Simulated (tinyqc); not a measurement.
Inside a calculation (part 1 of 2). Method: CIS and TDHF on RHF in the 3-21g basis, for H3+, spin multiplicity 1. Computed by tinyqc, a small Python program that keeps every step (integrals from PySCF). Settings: charge = 1, multiplicity = 1, basis = 3-21g, method = RHF, energy threshold = 1e-10, iteration cap = 67, orthogonalisation = symmetric, start = core, DIIS depth = 6, TDHF = 1. Command: `OMP_NUM_THREADS=1 python tinyqc.py 23588 23589 out.jsonl` (the two numbers bound the seeds that draw the settings). One thread of a shared host (Intel(R) Xeon(R) Processor @ 2.60GHz), about 0.05 s of CPU time with the checks. Later iterations appear only in the table of the cycle.

## One-electron integrals

Geometry (angstrom):
```
atom        x        y        z
H     0.00000  0.00000  0.00000
H     0.00000  0.00000  0.96500
H     0.00000  0.91900  0.48200
```

Basis 3-21g: exponents (1/bohr^2) and contraction coefficients of normalised primitives:
```
element  l (shell)  exponent  coefficient
H            s (1)   5.44718      0.15628
H            s (1)   0.82455      0.90469
H            s (2)   0.18319      1.00000
```

Overlap, kinetic and nuclear-attraction integrals over the contracted functions; the nuclear repulsion is the sum of Za Zb / Rab.

nuclear repulsion = 1.5680157 hartree

overlap S, order 1H 1s, 1H 2s, 2H 1s, 2H 2s, 3H 1s, 3H 2s:
$$\begin{pmatrix}
1.00000 & 0.64590 & 0.22229 & 0.39062 & 0.17767 & 0.36108 \\
0.64590 & 1.00000 & 0.39062 & 0.73742 & 0.36108 & 0.70311 \\
0.22229 & 0.39062 & 1.00000 & 0.64590 & 0.17741 & 0.36089 \\
0.39062 & 0.73742 & 0.64590 & 1.00000 & 0.36089 & 0.70289 \\
0.17767 & 0.36108 & 0.17741 & 0.36089 & 1.00000 & 0.64590 \\
0.36108 & 0.70311 & 0.36089 & 0.70289 & 0.64590 & 1.00000
\end{pmatrix}$$

kinetic energy T (hartree), order 1H 1s, 1H 2s, 2H 1s, 2H 2s, 3H 1s, 3H 2s:
$$\begin{pmatrix}
1.54940 & 0.29315 & 0.00365 & 0.11769 & -0.02981 & 0.10019 \\
0.29315 & 0.27479 & 0.11769 & 0.16149 & 0.10019 & 0.14784 \\
0.00365 & 0.11769 & 1.54940 & 0.29315 & -0.02998 & 0.10008 \\
0.11769 & 0.16149 & 0.29315 & 0.27479 & 0.10008 & 0.14775 \\
-0.02981 & 0.10019 & -0.02998 & 0.10008 & 1.54940 & 0.29315 \\
0.10019 & 0.14784 & 0.10008 & 0.14775 & 0.29315 & 0.27479
\end{pmatrix}$$

nuclear attraction V (hartree), order 1H 1s, 1H 2s, 2H 1s, 2H 2s, 3H 1s, 3H 2s:
$$\begin{pmatrix}
-2.77865 & -1.46131 & -0.58420 & -0.91770 & -0.45580 & -0.84697 \\
-1.46131 & -1.62879 & -0.91763 & -1.28015 & -0.83655 & -1.22079 \\
-0.58420 & -0.91763 & -2.77843 & -1.46117 & -0.45507 & -0.84646 \\
-0.91770 & -1.28015 & -1.46117 & -1.62865 & -0.83611 & -1.22041 \\
-0.45580 & -0.83655 & -0.45507 & -0.83611 & -2.74026 & -1.43790 \\
-0.84697 & -1.22079 & -0.84646 & -1.22041 & -1.43790 & -1.60768
\end{pmatrix}$$

core Hamiltonian H = T + V (hartree), order 1H 1s, 1H 2s, 2H 1s, 2H 2s, 3H 1s, 3H 2s:
$$\begin{pmatrix}
-1.22925 & -1.16816 & -0.58055 & -0.80000 & -0.48562 & -0.74677 \\
-1.16816 & -1.35400 & -0.79994 & -1.11866 & -0.73635 & -1.07296 \\
-0.58055 & -0.79994 & -1.22902 & -1.16802 & -0.48505 & -0.74638 \\
-0.80000 & -1.11866 & -1.16802 & -1.35387 & -0.73602 & -1.07267 \\
-0.48562 & -0.73635 & -0.48505 & -0.73602 & -1.19085 & -1.14475 \\
-0.74677 & -1.07296 & -0.74638 & -1.07267 & -1.14475 & -1.33289
\end{pmatrix}$$

## Two-electron integrals

Functions are numbered as in S; the eight-fold symmetry (ij|kl) = (ji|kl) = (kl|ij) leaves the list below.

Two-electron integrals (ij|kl) in chemists' order, unique and non-zero (hartree):
```
(11|11) 1.14014   (21|11) 0.61140   (21|21) 0.34515   (22|11) 0.62637
(22|21) 0.38033   (22|22) 0.48296   (31|11) 0.19163   (31|21) 0.11100
(31|22) 0.12696   (31|31) 0.05101   (32|11) 0.23824   (32|21) 0.14680
(32|22) 0.19003   (32|31) 0.07329   (32|32) 0.12559   (33|11) 0.54082
(33|21) 0.34179   (33|22) 0.46468   (33|31) 0.19163   (33|32) 0.36058
(33|33) 1.14014   (41|11) 0.36058   (41|21) 0.20472   (41|22) 0.22775
(41|31) 0.07329   (41|32) 0.09943   (41|33) 0.23824   (41|41) 0.12559
(42|11) 0.42523   (42|21) 0.26062   (42|22) 0.33886   (42|31) 0.10141
(42|32) 0.16411   (42|33) 0.42523   (42|41) 0.16411   (42|42) 0.26263
(43|11) 0.34179   (43|21) 0.21456   (43|22) 0.29090   (43|31) 0.11100
(43|32) 0.20472   (43|33) 0.61140   (43|41) 0.14680   (43|42) 0.26062
(43|43) 0.34515   (44|11) 0.46468   (44|21) 0.29090   (44|22) 0.40049
(44|31) 0.12696   (44|32) 0.22775   (44|33) 0.62637   (44|41) 0.19003
(44|42) 0.33886   (44|43) 0.38033   (44|44) 0.48296   (51|11) 0.14822
(51|21) 0.08651   (51|22) 0.10021   (51|31) 0.03197   (51|32) 0.04452
(51|33) 0.10577   (51|41) 0.05400   (51|42) 0.07384   (51|43) 0.06594
(51|44) 0.08664   (51|51) 0.03245   (52|11) 0.20932   (52|21) 0.12988
(52|22) 0.17101   (52|31) 0.04977   (52|32) 0.07842   (52|33) 0.19380
(52|41) 0.08218   (52|42) 0.13140   (52|43) 0.12143   (52|44) 0.16390
(52|51) 0.05345   (52|52) 0.10724   (53|11) 0.10565   (53|21) 0.06587
(53|22) 0.08653   (53|31) 0.03193   (53|32) 0.05392   (53|33) 0.14797
(53|41) 0.04446   (53|42) 0.07373   (53|43) 0.08637   (53|44) 0.10006
(53|51) 0.02623   (53|52) 0.05051   (53|53) 0.03236   (54|11) 0.19378
(54|21) 0.12141   (54|22) 0.16386   (54|31) 0.04975   (54|32) 0.08212
(54|33) 0.20915   (54|41) 0.07840   (54|42) 0.13134   (54|43) 0.12978
(54|44) 0.17089   (54|51) 0.05057   (54|52) 0.10539   (54|53) 0.05334
(54|54) 0.10712   (55|11) 0.50569   (55|21) 0.32157   (55|22) 0.44668
(55|31) 0.12480   (55|32) 0.20543   (55|33) 0.50548   (55|41) 0.20549
(55|42) 0.35112   (55|43) 0.32145   (55|44) 0.44656   (55|51) 0.14822
(55|52) 0.33202   (55|53) 0.14797   (55|54) 0.33184   (55|55) 1.14014
(61|11) 0.33202   (61|21) 0.18867   (61|22) 0.21021   (61|31) 0.06388
(61|32) 0.08588   (61|33) 0.20251   (61|41) 0.11382   (61|42) 0.14772
(61|43) 0.12623   (61|44) 0.16801   (61|51) 0.05345   (61|52) 0.08234
(61|53) 0.04157   (61|54) 0.07723   (61|55) 0.20932   (61|61) 0.10724
(62|11) 0.40044   (62|21) 0.24575   (62|22) 0.32065   (62|31) 0.08812
(62|32) 0.13795   (62|33) 0.34554   (62|41) 0.15089   (62|42) 0.23644
(62|43) 0.21523   (62|44) 0.29216   (62|51) 0.07724   (62|52) 0.14392
(62|53) 0.07115   (62|54) 0.14029   (62|55) 0.40044   (62|61) 0.14392
(62|62) 0.23876   (63|11) 0.20243   (63|21) 0.12618   (63|22) 0.16793
(63|31) 0.06385   (63|32) 0.11376   (63|33) 0.33184   (63|41) 0.08584
(63|42) 0.14765   (63|43) 0.18857   (63|44) 0.21010   (63|51) 0.04160
(63|52) 0.07721   (63|53) 0.05334   (63|54) 0.08223   (63|55) 0.20915
(63|61) 0.07570   (63|62) 0.12821   (63|63) 0.10712   (64|11) 0.34550
(64|21) 0.21521   (64|22) 0.29211   (64|31) 0.08810   (64|32) 0.15084
(64|33) 0.40028   (64|41) 0.13793   (64|42) 0.23638   (64|43) 0.24566
(64|44) 0.32053   (64|51) 0.07123   (64|52) 0.14031   (64|53) 0.07710
(64|54) 0.14380   (64|55) 0.40028   (64|61) 0.12825   (64|62) 0.22710
(64|63) 0.14380   (64|64) 0.23860   (65|11) 0.32157   (65|21) 0.20314
(65|22) 0.28057   (65|31) 0.07840   (65|32) 0.12902   (65|33) 0.32145
(65|41) 0.12905   (65|42) 0.21934   (65|43) 0.20307   (65|44) 0.28050
(65|51) 0.08651   (65|52) 0.18867   (65|53) 0.08637   (65|54) 0.18857
(65|55) 0.61140   (65|61) 0.12988   (65|62) 0.24575   (65|63) 0.12978
(65|64) 0.24566   (65|65) 0.34515   (66|11) 0.44668   (66|21) 0.28057
(66|22) 0.38999   (66|31) 0.10511   (66|32) 0.17526   (66|33) 0.44656
(66|41) 0.17528   (66|42) 0.30013   (66|43) 0.28050   (66|44) 0.38992
(66|51) 0.10021   (66|52) 0.21021   (66|53) 0.10006   (66|54) 0.21010
(66|55) 0.62637   (66|61) 0.17101   (66|62) 0.32065   (66|63) 0.17089
(66|64) 0.32053   (66|65) 0.38033   (66|66) 0.48296
```

## Orthogonalisation

S = U s U^T; symmetric (Loewdin) form X = U s^(-1/2) U^T, so that X^T S X = 1.

eigenvalues of S: [0.15751, 0.17686, 0.42421, 0.88278, 0.96874, 3.38990]

X, order 1H 1s, 1H 2s, 2H 1s, 2H 2s, 3H 1s, 3H 2s:
$$\begin{pmatrix}
1.24429 & -0.49516 & -0.03089 & 0.01713 & -0.00701 & 0.01635 \\
-0.49516 & 1.79802 & 0.01710 & -0.51106 & 0.01182 & -0.42760 \\
-0.03089 & 0.01710 & 1.24428 & -0.49514 & -0.00687 & 0.01632 \\
0.01713 & -0.51106 & -0.49514 & 1.79759 & 0.01183 & -0.42706 \\
-0.00701 & 0.01182 & -0.00687 & 0.01183 & 1.24277 & -0.49294 \\
0.01635 & -0.42760 & 0.01632 & -0.42706 & -0.49294 & 1.72945
\end{pmatrix}$$

## Starting guess

The start is the orbitals of the core Hamiltonian; D = 2 C_occ C_occ^T.

D at the start, order 1H 1s, 1H 2s, 2H 1s, 2H 2s, 3H 1s, 3H 2s:
$$\begin{pmatrix}
0.22903 & 0.10229 & 0.22889 & 0.10223 & 0.20527 & 0.09288 \\
0.10229 & 0.04569 & 0.10223 & 0.04566 & 0.09168 & 0.04149 \\
0.22889 & 0.10223 & 0.22874 & 0.10217 & 0.20514 & 0.09283 \\
0.10223 & 0.04566 & 0.10217 & 0.04563 & 0.09162 & 0.04146 \\
0.20527 & 0.09168 & 0.20514 & 0.09162 & 0.18398 & 0.08325 \\
0.09288 & 0.04149 & 0.09283 & 0.04146 & 0.08325 & 0.03767
\end{pmatrix}$$

## Iteration 1: building the Fock matrix

J_ij = sum D_kl (ij|kl), K_ij = sum D_kl (ik|jl); F = H + J - 0.5 K; E = tr D H + tr D J / 2 - 0.25 tr D K + E_nn.

Coulomb J (hartree), order 1H 1s, 1H 2s, 2H 1s, 2H 2s, 3H 1s, 3H 2s:
$$\begin{pmatrix}
1.38120 & 0.81867 & 0.33006 & 0.51936 & 0.25794 & 0.47896 \\
0.81867 & 1.00449 & 0.51925 & 0.78491 & 0.46183 & 0.74282 \\
0.33006 & 0.51925 & 1.38074 & 0.81844 & 0.25753 & 0.47862 \\
0.51936 & 0.78491 & 0.81844 & 1.00432 & 0.46159 & 0.74257 \\
0.25794 & 0.46183 & 0.25753 & 0.46159 & 1.29944 & 0.77790 \\
0.47896 & 0.74282 & 0.47862 & 0.74257 & 0.77790 & 0.97464
\end{pmatrix}$$

exchange K (hartree), order 1H 1s, 1H 2s, 2H 1s, 2H 2s, 3H 1s, 3H 2s:
$$\begin{pmatrix}
0.85446 & 0.74234 & 0.56558 & 0.65380 & 0.49105 & 0.61833 \\
0.74234 & 0.75455 & 0.65357 & 0.72049 & 0.57961 & 0.68591 \\
0.56558 & 0.65357 & 0.85367 & 0.74181 & 0.49065 & 0.61792 \\
0.65380 & 0.72049 & 0.74181 & 0.75421 & 0.57942 & 0.68572 \\
0.49105 & 0.57961 & 0.49065 & 0.57942 & 0.71996 & 0.64989 \\
0.61833 & 0.68591 & 0.61792 & 0.68572 & 0.64989 & 0.69585
\end{pmatrix}$$

Fock matrix F (hartree), order 1H 1s, 1H 2s, 2H 1s, 2H 2s, 3H 1s, 3H 2s:
$$\begin{pmatrix}
-0.27528 & -0.72066 & -0.53328 & -0.60755 & -0.47320 & -0.57698 \\
-0.72066 & -0.72678 & -0.60747 & -0.69400 & -0.56433 & -0.67309 \\
-0.53328 & -0.60747 & -0.27512 & -0.72048 & -0.47285 & -0.57672 \\
-0.60755 & -0.69400 & -0.72048 & -0.72665 & -0.56414 & -0.67296 \\
-0.47320 & -0.56433 & -0.47285 & -0.56414 & -0.25139 & -0.69180 \\
-0.57698 & -0.67309 & -0.57672 & -0.67296 & -0.69180 & -0.70618
\end{pmatrix}$$

total energy of this density = -1.2291819 hartree

## Iteration 1: diagonalisation and new density

Diagonalise F' = X^T F X, C = X C', fill 1 alpha and 1 beta electrons from the bottom; D = 2 C_occ C_occ^T. Each column has its largest component positive (the first on a tie).

F' = X^T F X (hartree):
$$\begin{pmatrix}
0.28404 & -0.60874 & -0.27472 & -0.11627 & -0.20912 & -0.11247 \\
-0.60874 & -0.00056 & -0.11628 & -0.16134 & -0.11298 & -0.15486 \\
-0.27472 & -0.11628 & 0.28405 & -0.60867 & -0.20873 & -0.11244 \\
-0.11627 & -0.16134 & -0.60867 & -0.00062 & -0.11295 & -0.15482 \\
-0.20912 & -0.11298 & -0.20873 & -0.11295 & 0.27865 & -0.59729 \\
-0.11247 & -0.15486 & -0.11244 & -0.15482 & -0.59729 & -0.01172
\end{pmatrix}$$

orbital energies (hartree): MO1 -1.08496, MO2 -0.20941, MO3 -0.17137, MO4 0.58663, MO5 0.82207, MO6 0.89088

coefficients C, order 1H 1s, 1H 2s, 2H 1s, 2H 2s, 3H 1s, 3H 2s:
$$\begin{pmatrix}
0.28291 & -0.13191 & 0.20420 & 0.71081 & 0.49577 & -0.95122 \\
0.18788 & -0.57185 & 1.15259 & -0.57179 & -0.65510 & 1.21477 \\
0.28281 & -0.13307 & -0.20353 & 0.71059 & 0.50038 & 0.94896 \\
0.18783 & -0.57707 & -1.14942 & -0.57110 & -0.66099 & -1.21159 \\
0.26613 & 0.25572 & -0.00058 & 0.66795 & -1.09793 & 0.00297 \\
0.18130 & 1.19697 & -0.00358 & -0.46070 & 1.38631 & -0.00367
\end{pmatrix}$$

D after iteration 1, order 1H 1s, 1H 2s, 2H 1s, 2H 2s, 3H 1s, 3H 2s:
$$\begin{pmatrix}
0.16008 & 0.10630 & 0.16002 & 0.10628 & 0.15058 & 0.10258 \\
0.10630 & 0.07060 & 0.10627 & 0.07058 & 0.10000 & 0.06813 \\
0.16002 & 0.10627 & 0.15996 & 0.10624 & 0.15052 & 0.10255 \\
0.10628 & 0.07058 & 0.10624 & 0.07056 & 0.09997 & 0.06811 \\
0.15058 & 0.10000 & 0.15052 & 0.09997 & 0.14165 & 0.09650 \\
0.10258 & 0.06813 & 0.10255 & 0.06811 & 0.09650 & 0.06574
\end{pmatrix}$$

## Iteration 6 (converged): orbitals

converged F (hartree), order 1H 1s, 1H 2s, 2H 1s, 2H 2s, 3H 1s, 3H 2s:
$$\begin{pmatrix}
-0.29752 & -0.73734 & -0.52453 & -0.61596 & -0.46892 & -0.58655 \\
-0.73734 & -0.76046 & -0.61589 & -0.72307 & -0.57524 & -0.70173 \\
-0.52453 & -0.61589 & -0.29735 & -0.73718 & -0.46859 & -0.58630 \\
-0.61596 & -0.72307 & -0.73718 & -0.76032 & -0.57506 & -0.70160 \\
-0.46892 & -0.57524 & -0.46859 & -0.57506 & -0.27011 & -0.71053 \\
-0.58655 & -0.70173 & -0.58630 & -0.70160 & -0.71053 & -0.73856
\end{pmatrix}$$

As before.

F' = X^T F X (hartree):
$$\begin{pmatrix}
0.26103 & -0.60942 & -0.25695 & -0.11612 & -0.19721 & -0.11415 \\
-0.60942 & -0.02369 & -0.11612 & -0.17135 & -0.11450 & -0.16429 \\
-0.25695 & -0.11612 & 0.26108 & -0.60938 & -0.19684 & -0.11413 \\
-0.11612 & -0.17135 & -0.60938 & -0.02373 & -0.11448 & -0.16425 \\
-0.19721 & -0.11450 & -0.19684 & -0.11448 & 0.26456 & -0.60348 \\
-0.11415 & -0.16429 & -0.11413 & -0.16425 & -0.60348 & -0.02918
\end{pmatrix}$$

orbital energies (hartree): MO1 -1.10818, MO2 -0.22742, MO3 -0.19407, MO4 0.57646, MO5 0.80356, MO6 0.85972

coefficients C, order 1H 1s, 1H 2s, 2H 1s, 2H 2s, 3H 1s, 3H 2s:
$$\begin{pmatrix}
0.27267 & -0.13562 & 0.21607 & 0.72735 & 0.47618 & -0.94856 \\
0.19492 & -0.56715 & 1.13743 & -0.58505 & -0.64518 & 1.22906 \\
0.27258 & -0.13688 & -0.21535 & 0.72697 & 0.48107 & 0.94638 \\
0.19488 & -0.57263 & -1.13412 & -0.58417 & -0.65149 & -1.22583 \\
0.25723 & 0.26565 & -0.00065 & 0.64323 & -1.11236 & 0.00322 \\
0.18969 & 1.18404 & -0.00369 & -0.42417 & 1.40778 & -0.00398
\end{pmatrix}$$

D after iteration 6, order 1H 1s, 1H 2s, 2H 1s, 2H 2s, 3H 1s, 3H 2s:
$$\begin{pmatrix}
0.14870 & 0.10630 & 0.14865 & 0.10628 & 0.14028 & 0.10345 \\
0.10630 & 0.07599 & 0.10626 & 0.07597 & 0.10028 & 0.07395 \\
0.14865 & 0.10626 & 0.14860 & 0.10624 & 0.14023 & 0.10341 \\
0.10628 & 0.07597 & 0.10624 & 0.07596 & 0.10026 & 0.07394 \\
0.14028 & 0.10028 & 0.14023 & 0.10026 & 0.13233 & 0.09759 \\
0.10345 & 0.07395 & 0.10341 & 0.07394 & 0.09759 & 0.07197
\end{pmatrix}$$

## Convergence

Stop when the energy changes by less than 1e-10 hartree and every element of the error matrix X^T (F D S - S D F) X is below 3e-06.

Course of the cycle:
```
iteration  E (hartree)     change  largest element of the error matrix
1           -1.2291819          -                             8.85e-02
2           -1.2500815  -2.09e-02                             1.38e-02
3           -1.2506409  -5.59e-04                             1.95e-04
4           -1.2506410  -6.34e-08                             8.17e-06
5           -1.2506410  -1.04e-10                             2.46e-07
6           -1.2506410  -1.99e-13                             5.90e-10
```

PySCF RHF in the same basis = -1.2506410 hartree

Converged in 6 iterations.

## Populations, bond orders and dipole

Mulliken: Z minus the diagonal of D S on the atom; Loewdin: the same with S^(1/2) D S^(1/2); Mayer order: 2 sum_s sum (D(s) S)_ij (D(s) S)_ji over the two atoms.

Charges (e):
```
atom  Mulliken  Loewdin
1H     0.31543  0.31564
2H     0.31577  0.31597
3H     0.36880  0.36840
```

Mayer bond orders:
```
pair    order
2-1   0.46840
3-1   0.43210
3-2   0.43188
```

dipole moment about the origin, x y z (debye): [0.00000, 1.63450, 2.31748]

## Integrals over molecular orbitals

(pq|rs) = sum C_ip C_jq C_kr C_ls (ij|kl), one index at a time.

one-electron integrals over orbitals h = C^T H C (hartree):
$$\begin{pmatrix}
-1.71048 & 0.00941 & -0.00007 & -0.12205 & -0.00091 & 0.00002 \\
0.00941 & -1.06390 & 0.00000 & 0.01233 & 0.20296 & 0.00002 \\
-0.00007 & 0.00000 & -1.02810 & -0.00008 & -0.00001 & 0.20647 \\
-0.12205 & 0.01233 & -0.00008 & -0.30894 & -0.01248 & 0.00010 \\
-0.00091 & 0.20296 & -0.00001 & -0.01248 & -0.18039 & -0.00001 \\
0.00002 & 0.00002 & 0.20647 & 0.00010 & -0.00001 & -0.16097
\end{pmatrix}$$

Two-electron integrals over orbitals (pq|rs), unique and non-zero (hartree):
```
(11|11) 0.60230     (21|11) -0.00941    (21|21) 0.10531     (22|11) 0.47089
(22|21) 0.05147     (22|22) 0.45817     (31|11) 0.00007     (31|21) 1.04e-06
(31|22) -0.00037    (31|31) 0.09924     (32|11) 2.50e-06    (32|21) -0.00042
(32|22) -4.18e-05   (32|31) -0.04624    (32|32) 0.03608     (33|11) 0.46664
(33|21) -0.05127    (33|22) 0.36884     (33|31) 0.00038     (33|32) 4.07e-05
(33|33) 0.44464     (41|11) 0.12205     (41|21) -0.00628    (41|22) 0.06319
(41|31) 4.27e-05    (41|32) 3.16e-06    (41|33) 0.06140     (41|41) 0.06889
(42|11) -0.00931    (42|21) 0.00501     (42|22) -0.00236    (42|31) 2.11e-07
(42|32) -1.17e-05   (42|33) -0.00497    (42|41) -0.00695    (42|42) 0.03104
(43|11) 0.00006     (43|21) 1.62e-07    (43|22) 2.43e-05    (43|31) -0.00043
(43|32) 0.00010     (43|33) 2.15e-05    (43|41) 4.67e-05    (43|42) 1.28e-06
(43|43) 0.03450     (44|11) 0.47715     (44|21) -0.01519    (44|22) 0.39432
(44|31) 0.00010     (44|32) 1.11e-05    (44|33) 0.40122     (44|41) 0.07368
(44|42) -0.00524    (44|43) 2.79e-05    (44|44) 0.41251     (51|11) 0.00091
(51|21) -0.06988    (51|22) -0.03955    (51|31) 1.88e-06    (51|32) 0.00029
(51|33) 0.03153     (51|41) 0.00377     (51|42) -0.03384    (51|43) -1.46e-06
(51|44) 0.00631     (51|51) 0.08043     (52|11) -0.13642    (52|21) -0.03640
(52|22) -0.09726    (52|31) 0.00026     (52|32) 1.64e-05    (52|33) -0.06157
(52|41) -0.06284    (52|42) -0.01451    (52|43) 0.00010     (52|44) -0.08225
(52|51) 0.04563     (52|52) 0.10131     (53|11) 5.67e-06    (53|21) 0.00027
(53|22) 1.66e-05    (53|31) 0.03053     (53|32) -0.01100    (53|33) -5.75e-06
(53|41) -1.61e-06   (53|42) 0.00013     (53|43) 0.01394     (53|44) -1.69e-06
(53|51) -0.00030    (53|52) -3.59e-05   (53|53) 0.02032     (54|11) 0.00813
(54|21) -0.09305    (54|22) -0.04689    (54|31) -3.37e-06   (54|32) 0.00038
(54|33) 0.04567     (54|41) 0.00639     (54|42) -0.00959    (54|43) -1.12e-06
(54|44) 0.01436     (54|51) 0.07082     (54|52) 0.03768     (54|53) -0.00028
(54|54) 0.09610     (55|11) 0.53219     (55|21) 0.08338     (55|22) 0.49233
(55|31) -0.00052    (55|32) -0.00009    (55|33) 0.38279     (55|41) 0.10693
(55|42) 0.01472     (55|43) -0.00009    (55|44) 0.43349     (55|51) -0.08312
(55|52) -0.16587    (55|53) 0.00008     (55|54) -0.08743    (55|55) 0.60537
(61|11) -2.06e-05   (61|21) -7.77e-06   (61|22) 0.00032     (61|31) -0.07108
(61|32) 0.03638     (61|33) -0.00027    (61|41) -3.10e-05   (61|42) -6.10e-06
(61|43) -0.03380    (61|44) -4.95e-05   (61|51) 3.51e-06    (61|52) -0.00034
(61|53) -0.03613    (61|54) 1.01e-05    (61|55) 0.00058     (61|61) 0.08802
(62|11) -1.34e-05   (62|21) 0.00034     (62|22) 1.12e-05    (62|31) 0.03788
(62|32) -0.01524    (62|33) -2.14e-05   (62|41) -1.10e-05   (62|42) 0.00015
(62|43) 0.01613     (62|44) -1.54e-05   (62|51) -0.00036    (62|52) -2.91e-05
(62|53) 0.02161     (62|54) -0.00034    (62|55) 0.00007     (62|61) -0.04385
(62|62) 0.02717     (63|11) -0.13878    (63|21) 0.03900     (63|22) -0.06441
(63|31) -0.00029    (63|32) -1.51e-05   (63|33) -0.08892    (63|41) -0.06702
(63|42) 0.02013     (63|43) -0.00014    (63|44) -0.08931    (63|51) -0.03786
(63|52) 0.04468     (63|53) 2.42e-05    (63|54) -0.03869    (63|55) -0.08397
(63|61) 0.00030     (63|62) 3.62e-05    (63|63) 0.09511     (64|11) -0.00007
(64|21) -1.69e-05   (64|22) 0.00038     (64|31) -0.09551    (64|32) 0.04661
(64|33) -0.00037    (64|41) -4.55e-05   (64|42) -3.34e-06   (64|43) -0.00857
(64|44) -0.00010    (64|51) 1.01e-05    (64|52) -0.00030    (64|53) -0.03500
(64|54) 2.01e-05    (64|55) 0.00061     (64|61) 0.08232     (64|62) -0.04323
(64|63) 0.00031     (64|64) 0.11016     (65|11) 7.32e-06    (65|21) -0.00065
(65|22) -0.00008    (65|31) -0.06372    (65|32) 0.03692     (65|33) 0.00007
(65|41) 1.12e-05    (65|42) -0.00017    (65|43) -0.01715    (65|44) 2.59e-05
(65|51) 0.00060     (65|52) 0.00007     (65|53) -0.02545    (65|54) 0.00067
(65|55) -0.00022    (65|61) 0.06672     (65|62) -0.03197    (65|63) -0.00006
(65|64) 0.07510     (65|65) 0.05886     (66|11) 0.55435     (66|21) -0.08126
(66|22) 0.40077     (66|31) 0.00052     (66|32) 0.00009     (66|33) 0.48273
(66|41) 0.12251     (66|42) -0.02859    (66|43) 0.00018     (66|44) 0.46328
(66|51) 0.06877     (66|52) -0.09359    (66|53) -0.00006    (66|54) 0.08301
(66|55) 0.43531     (66|61) -0.00049    (66|62) -0.00009    (66|63) -0.16417
(66|64) -0.00058    (66|65) 0.00019     (66|66) 0.61226
```
